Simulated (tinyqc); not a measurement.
# Tail temperature from the power law

Question. When tail states hold most of the charge, the linear current goes as I = A (Vg - VT)^g with g = 2 Tt/T - 1. Find g, Tt and the tail width kB Tt.

Values chosen for this exercise:
- T = 300 K (temperature)

Constants: q = 1.602176634e-19 C, kB = 1.380649e-23 J/K, Vt = kB T/q. Results are converted to the units shown.

I at Vg - VT = 20 and 30 V (nA): 766.27855  1506.1634

Answer. g is the slope of ln I against ln(Vg - VT).

g = 1.67
Tt = 400 K
kB Tt = 34.5 meV

Numbers from tinyqc (`OMP_NUM_THREADS=1 python tinyqc.py 2610071 2610072 out.jsonl`; about 0.01 s on one thread of a shared Intel Xeon 2.30GHz).
